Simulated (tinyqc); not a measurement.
Long-channel MOSFET, surface-potential model: potential, charge and velocity along the channel.

n-channel transistor on a uniformly doped p-type body, gradual-channel approximation, constant mobility, Boltzmann statistics, full ionisation. Potentials are counted from the neutral body; V is the electron quasi-Fermi potential, Vsb at the source and Vsb + Vds at the drain. Charges are magnitudes per area.

ni = sqrt(Nc Nv) exp(-Eg/(2 Vt)), Eg in volts; phiF = Vt ln(Na/ni); Cox = eps0 eox/tox; gamma = sqrt(2 q eps0 eps_r Na)/Cox. The surface potential psi at channel potential V solves Vgs + Vsb - Vfb - psi = gamma sqrt(G), G = psi - Vt + Vt exp((psi - 2 phiF - V)/Vt). Charge sheet: Qi = Cox gamma [sqrt(G) - sqrt(psi - Vt)]; I = mu (W/L) [integral of Qi dpsi from psi_0 to psi_L (drift) + Vt (Qi0 - QiL) (diffusion)], with psi_0 at V = Vsb and psi_L at V = Vsb + Vds. The current is the same at every point, so the place y where the channel potential is Vsb + v follows from y/L = I(Vds = v)/I(Vds); the mean carrier velocity is I/(W Qi).

Values chosen for this exercise; material values close to those of silicon:
- T = 273 K (temperature)
- Eg = 1.13 eV (band gap)
- eps_r = 11.8 (relative permittivity of the semiconductor)
- Nc = 2.4e19 cm^-3 (conduction-band density of states at T)
- Nv = 2.26e19 cm^-3 (valence-band density of states at T)
- Na = 8.4e16 cm^-3 (acceptor density of the body)
- eox = 25.6 (relative permittivity of the gate insulator)
- tox = 49 nm (insulator thickness)
- Vfb = -0.36 V (flat-band voltage)
- mu = 180 cm^2/(V s) (channel mobility)
- W = 5 um (gate width)
- L = 0.5 um (gate length)
- Vsb = 2 V (source-body reverse bias)
- Vgs = 1.33 V (gate-source voltage)
- Vds = 0.2 V (drain-source voltage)

Constants: q = 1.602176634e-19 C, kB = 1.380649e-23 J/K, Vt = kB T/q, eps0 = 8.8541878128e-14 F/cm where lengths are in cm. Results are converted to the units shown.

Along the channel:
```
v (V),psi (V),Qi (nC/cm^2),y/L,velocity (cm/s)
0.024,2.976,42.23,0.2908,3.268e5
0.048,2.994,33.05,0.5234,4.175e5
0.071,3.010,24.85,0.6948,5.552e5
0.095,3.025,17.16,0.8245,8.040e5
0.119,3.038,10.69,0.9102,1.290e6
0.143,3.047,5.822,0.9606,2.370e6
0.167,3.053,2.727,0.9864,5.060e6
0.191,3.056,1.126,0.9978,1.226e7
```

Half of the listed voltage range, v = 0.095 V, is reached at y/L = 0.824. The charge falls from 42.2 to 1.13 nC/cm^2 over the rows, so the velocity rises by a factor of 37.5 to keep the current constant. The last velocity exceeds 1e7 cm/s, a usual saturation velocity, so constant mobility fails there.

Numbers from tinyqc (`OMP_NUM_THREADS=1 python tinyqc.py 2360086 2360087 out.jsonl`; about 0.03 s on one thread of a shared Intel Xeon 2.30GHz).
